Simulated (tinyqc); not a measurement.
Surface potential of a MOS transistor: implicit equation and explicit approximations: two steps of the calculation.

p-type body, charge-sheet picture, depletion and inversion only, full ionisation (an idealisation for deep acceptors), Boltzmann statistics (rough once Na exp(x - xn) passes about Nc/7). In units of Vt: xg = (Vg - Vfb)/Vt, x = psi/Vt, G = gamma/sqrt(Vt), xn = (2 phiF + Vc)/Vt. The implicit equation is (xg - x)^2 = G^2 [x - 1 + exp(x - xn)] for x above about 3. Cox = eps0 eox/tox.

Values chosen for this exercise; band and dielectric values close to those of silicon:

| symbol | value | unit | meaning |
|---|---|---|---|
| T | 300 | K | temperature |
| Eg | 1.11 | eV | band gap |
| eps_r | 11.6 |  | relative permittivity |
| Nc | 2.76e19 | cm^-3 | conduction-band density of states at T |
| Nv | 2.61e19 | cm^-3 | valence-band density of states at T |
| eox | 3.9 |  | relative permittivity of the gate insulator (close to silicon dioxide) |
| tox | 1.7 | nm | insulator thickness |
| Na | 3.3e17 | cm^-3 | acceptor density |
| Vfb | -0.48 | V | flat-band voltage |
| Vc | 0.2 | V | channel-body voltage |
| Vg | 0.49 | V | gate-body voltage |

Constants: q = 1.602176634e-19 C, kB = 1.380649e-23 J/K, Vt = kB T/q, eps0 = 8.8541878128e-14 F/cm where lengths are in cm. Results are converted to the units shown.

Task 1. Scales. ni = sqrt(Nc Nv) exp(-Eg/(2 Vt)), Eg in volts; phiF = Vt ln(Na/ni); gamma = sqrt(2 q eps0 eps_r Na)/Cox; VT = Vfb + Vt (xn + G sqrt(xn - 1)).

Give: phiF; gamma; G; xn; VT; xg.

Result 1.

phiF = 0.44129 V
gamma = 0.16224 V^0.5
G = 1.0091
xn = 41.876
VT = 0.76936 V
xg = 37.521

Task 2. Explicit approximation. Depletion value a = 1 + [sqrt(G^2/4 + xg - 1) - G/2]^2; inversion value b = xn + ln[(xg - xn)^2/G^2 - xn + 1] and first guess y = min(a, b) - ln(1 + exp(-|a - b|)) if a > xn + 1, else b = y = a; one second-order correction with D = exp(y - xn), p = 2 (xg - y) + G^2 (1 + D), w = (xg - y)^2 - G^2 (y - 1 + D): z = y + 2 w/(p + sqrt(p^2 - 2 (2 - G^2 D) w)), or the Newton step z = y + w/p where the root is not real.

G = 1.0090648
xn = 41.875986
xg = 37.521275

Wanted: a; b; y; p; w; z.

Result 2.

a = 31.91
b = 31.91
y = 31.91
p = 12.24
w = -4.788e-5
z = 31.91

The root of the implicit equation is x = 31.9111; y misses it by 3.9e-6 and z by 0, in units of Vt.

tinyqc, about 0.01 s, one thread, Intel Xeon 2.30GHz (shared host): `OMP_NUM_THREADS=1 python tinyqc.py 2122117 2122118 out.jsonl`
